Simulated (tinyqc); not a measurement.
Worked calculation: ellipsoidal valleys in the axes of a wafer and a channel. Values are carried at full precision from step to step, so a last printed digit may differ when a step is redone from the rounded ones.

Valleys with axes a along x, y and z, one whole valley each; inverse mass tensor w = 1/mt + (1/ml - 1/mt) a a. Device axes: z = nz/|nz|, x = nx/|nx|, y = z cross x; in them a = (ax, ay, az). Confinement mass mz = 1/w_zz. In the plane w_ij is replaced by u_ij = w_ij - w_iz w_jz/w_zz (i, j = x, y); density-of-states mass md = 1/sqrt(det u); conductivity mass along x mc = 1/u_xx; ballistic transport mass mx = u_yy/det u, width mass my = 1/u_yy.

Constants: hbar^2/2m0 = 3.80998211 eV angstrom^2; kB = 8.617333262e-05 eV/K.

Values chosen for the exercise (near those of the X valleys of AlAs; shifted at random, so the results belong to these values and not to a real crystal):
- ml = 1.127 m0 (longitudinal mass)
- mt = 0.2 m0 (transverse mass)
- nz = (0, 0, 1) (surface normal (confinement))
- nx = (1, 0, 0) (channel direction)
- t = 8.7 nm (thickness of the film)
- T = 300 K (temperature)

## Device axes and valley axes

Give the rows x, y, z in cubic components and each valley axis in device components.

device axes:
```
    [100]   [010]   [001]
x  1.0000  0.0000  0.0000
y  0.0000  1.0000  0.0000
z  0.0000  0.0000  1.0000
```

valley axes:
```
       ax      ay      az
x  1.0000  0.0000  0.0000
y  0.0000  1.0000  0.0000
z  0.0000  0.0000  1.0000
```

## Tensors of the valley y

Form w and the reduced tensor u.

w (1/m0):
```
        x       y       z
x  5.0000  0.0000  0.0000
y  0.0000  0.8873  0.0000
z  0.0000  0.0000  5.0000
```

u (1/m0):
```
        x       y
x  5.0000  0.0000
y  0.0000  0.8873
```

w_xz = w_yz = 0: the normal is a principal axis and u is the upper block of w.

## Masses of all valleys

Give mz, md, mc, mx and my.

Masses (m0):
```
valley      mz      md      mc      mx      my
x       0.2000  0.4748  1.1270  1.1270  0.2000
y       0.2000  0.4748  0.2000  0.2000  1.1270
z       1.1270  0.2000  0.2000  0.2000  0.2000
```

mz md^2 = ml mt^2 = 0.04508 for every valley, so a heavy confinement mass comes with a small density of states. The heaviest mz is 1.127, for z.

## Subbands and shares in a film

Hard walls: E_n = c (n pi/t)^2/mz, c = hbar^2/2m0, n = 1, 2, 3. Non-degenerate share of a valley proportional to md sum_n exp(-E_n/kT); mean 1/mc = sum of share/mc. 1 nm = 10 angstrom.

Give the ladders, the shares and the mean conductivity mass.

Subbands:
```
valley  E1 (meV)  E2 (meV)  E3 (meV)  share
x           24.8      99.4     223.6  0.275
y           24.8      99.4     223.6  0.275
z            4.4      17.6      39.7  0.449
```

mean mc = 0.2586 m0

The lowest ladder (z) holds 45 % of the electrons in these valleys, the next starts 20 meV higher. With E3 - E1 below about 3 kT, three subbands are too few and the shares are approximate.

## Checks

- mz md^2 against ml mt^2: they agree to 1e-10 or better.
- mx my against md^2: they agree to 1e-10 or better.

Computed by tinyqc, a small Python program: `OMP_NUM_THREADS=1 python tinyqc.py 1881263 1881264 out.jsonl` (the numbers bound the seed that draws the inputs); one thread of a shared host (Intel(R) Xeon(R) Processor @ 2.30GHz), about 0.01 s for the whole set of steps.
